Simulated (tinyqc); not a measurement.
One electron in a tunnel-coupled double dot: charge qubit, sensing and quantum capacitance: one step of the calculation.

Basis (left, right), H = [[ep/2, tc], [tc, -ep/2]], splitting Om = sqrt(ep^2 + 4 tc^2), ep = al times the gate voltage. In equilibrium the electron is on the right with the chance P_R = [1 + (ep/Om) tanh(Om/2 kB T)]/2.

Problem. Capacitance seen by a resonator. q^2 al^2 dP_R/d(ep) splits into Cq = q^2 al^2 (2 tc^2/Om^3) tanh(Om/2 kB T) and Ct = q^2 al^2 (ep/Om)^2/(4 kB T cosh^2(Om/2 kB T)); Ct appears only if relaxation is faster than the drive. A resonator of frequency f0, capacitance Cp and quality factor Q shifts by df = -f0 Cq/(2 Cp) and its phase by -2 Q Cq/Cp.

Parameters, values chosen for the exercise:

| symbol | value | unit | meaning |
|---|---|---|---|
| tc | 7.8 | ueV | tunnel coupling |
| T | 0.16 | K | electron temperature |
| al | 0.6 | eV/V | lever arm of the gate on the detuning |
| Cp | 0.58 | pF | parasitic capacitance of the resonator |
| f0 | 262 | MHz | resonator frequency |
| Q | 29 |  | loaded quality factor |
| ep | 22.1 | ueV | detuning |

Constants: q = 1.602176634e-19 C, kB = 1.380649e-23 J/K, Vt = kB T/q. Results are converted to the units shown.

Give: Cq; Ct; df; phase shift.

Solution.

Cq = 267.1 aF
Ct = 301.7 aF
df = -60.34 kHz
phase shift = -1531 millidegree

Program tinyqc, `OMP_NUM_THREADS=1 python tinyqc.py 2470039 2470040 out.jsonl`; Intel Xeon 2.30GHz, shared host, one thread, about 0.01 s.
